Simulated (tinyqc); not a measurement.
Inside a calculation. Method: coherent transport through a tight-binding region between two chains. One step of it, computed by the program tinyqc.

Task: Transmission at E = 0.14 eV. Surface Green function g = (E - i sqrt(4 t^2 - E^2)) / (2 t^2); self-energy tc^2 g on each contact site; G = (E - H - Sigma)^(-1); Gamma = -2 Im Sigma; T = Gamma_L Gamma_R |G_LR|^2; local density of states -Im G_ii / pi.

H of the central region (eV):
```
,1,2,3
1,0.000000,-1.720000,0.000000
2,-1.720000,0.580000,-0.910000
3,0.000000,-0.910000,0.000000
```

Leads: semi-infinite chains with site energy 0:
```
parameter,value
lead hopping t (eV),2.920000
coupling to the left lead (eV),0.830000
coupling to the right lead (eV),1.000000
left contact site,1
right contact site,3
```

E = 0.140000 eV

Give: g; G; local density of states; transmission.

Result:

g = 0.0082-0.3424i 1/eV

G (1/eV):
```
,1,2,3
1,0.3433-0.5825i,0.4747-0.0016i,-0.4194+1.1003i
2,0.4747-0.0016i,-0.0373-0.0650i,0.1836-0.0284i
3,-0.4194+1.1003i,0.1836-0.0284i,0.8814-2.0934i
```

local density of states (1/eV): 0.1854  0.0207  0.6664

transmission = 0.4478
